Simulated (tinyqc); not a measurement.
Leakage currents through a thin dielectric: one step, computed by the program tinyqc. Command: `OMP_NUM_THREADS=1 python tinyqc.py 3024119 3024120 out.jsonl leak walk`. One thread of a shared host (Intel(R) Xeon(R) Processor @ 2.30GHz), about 0.05 s of CPU time with the checks.

Electrons leave an electrode with Fermi energy E_F above its band bottom; barriers are counted from the Fermi level, and both electrodes are alike. They cross the interlayer first.

Question. Thermal currents. Schottky emission J = A T^2 exp(-(phi_B - sqrt(e^3 F/(4 pi k_o eps_0)))/k_B T), A = 4 pi e m k_B^2/h^3 with the tunnelling mass; Poole-Frenkel J = sigma_0 F exp(-(phi_t - sqrt(e^3 F/(pi k_o eps_0)))/k_B T); both use the field F of the dielectric and ignore the interlayer.

Inputs (values chosen for the exercise, modelled on SiO2):

| quantity | value | unit |
|---|---|---|
| barrier height phi_B | 3.14 | eV |
| tunnelling mass m | 0.44 | m_0 |
| optical permittivity k_o | 2.2 | - |
| trap depth phi_t | 1.6 | eV |
| Poole-Frenkel prefactor sigma_0 | 3.8e-05 | S/cm |
| temperature T | 300 | K |

Stack: dielectric on an interlayer.

field F = 2.351168 MV/cm

Constants: e = 1.602176634e-19 C; eps_0 = 8.8541878128e-12 F/m; k_B = 8.617333262e-05 eV/K; m_0 = 9.1093837015e-31 kg; k_B = 1.380649e-23 J/K; h = 6.62607015e-34 J s.

Give: Schottky lowering; Poole-Frenkel lowering; Schottky current density; Poole-Frenkel current density.

Answer.

Schottky lowering = 0.39229 eV

Poole-Frenkel lowering = 0.78458 eV

Schottky current density = 3.2960e-40 A/cm^2

Poole-Frenkel current density = 1.7889e-12 A/cm^2

The Poole-Frenkel lowering is twice the Schottky one, because the charge of a trap is fixed while an image charge moves with the electron.
